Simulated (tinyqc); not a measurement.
# Worked calculation: thin film between two gates, subbands and threshold shift from confinement

tinyqc, about 0.03 s, one thread, Intel Xeon 2.30GHz (shared host): `OMP_NUM_THREADS=1 python tinyqc.py 2350080 2350081 out.jsonl` Printed values are rounded.

Undoped body with a flat potential across it, hard walls, transport along x. One isotropic valley (g = 1, mx = my = mz = me). Non-parabolicity enters the subband edges through E (1 + al E) = gamma, so E = 2 gamma/(1 + sqrt(1 + 4 al gamma)); motion within a subband is taken as parabolic with the band-edge mass. Energies are counted from the bulk band edge.

Parameters, values chosen for the exercise; masses close to those of GaAs:
```
symbol,value,unit,meaning
T,300,K,temperature
me,0.0678,m0,mass at the band edge
al,0.65,1/eV,non-parabolicity
t,13.1,nm,film thickness (along z)
dl,0.2,nm,widening of the box by penetration into the insulator
```

Constants: q = 1.602176634e-19 C, kB = 1.380649e-23 J/K, hbar = 1.054571817e-34 J s, m0 = 9.1093837015e-31 kg, Vt = kB T/q, hbar^2/(2 m0) = 0.0380998212 eV nm^2. Results are converted to the units shown.

## Lowest subbands

gamma = C (pi k/(t + dl))^2/mz, C = hbar^2/(2 m0). List the 5 lowest, labelled by quantum numbers, with degeneracy g and N_k: N_k = g sqrt(mx my) m0 kB T/(pi hbar^2).

```
subband	E_k (eV)	g	N_k (cm^-2)
1	0.0307396	1	7.32185e11
2	0.116581	1	7.32185e11
3	0.243609	1	7.32185e11
4	0.398460	1	7.32185e11
5	0.571526	1	7.32185e11
```

## Threshold shift

Each subband has N_k = g sqrt(mx my) m0 kB T/(pi hbar^2); without degeneracy n = exp(EF/Vt) sum N_k exp(-E_k/Vt). Classical value Nc times t, Nc = sum over valleys of 2 g (m m0 kB T/(2 pi hbar^2))^1.5 with m = (mx my mz)^(1/3). Threshold shift dVT = Vt ln(classical value/sum N_k exp(-E_k/Vt)). Use the subbands listed.

shares, subband 1 to 5 (%): 96.4877  3.4866  0.0256  0.0001  0.0000
sum N_k exp(-E_k/Vt) = 2.31072e11 cm^-2
Nc = 4.43013e17 cm^-3
classical value = 5.80347e11 cm^-2
dVT = 23.8071 mV

With all subbands dVT = 23.81 mV. The lowest edge lies at 30.7 meV; dVT is smaller than that, since sum N_k exp(-(E_k - E_1)/Vt) exceeds the classical value.
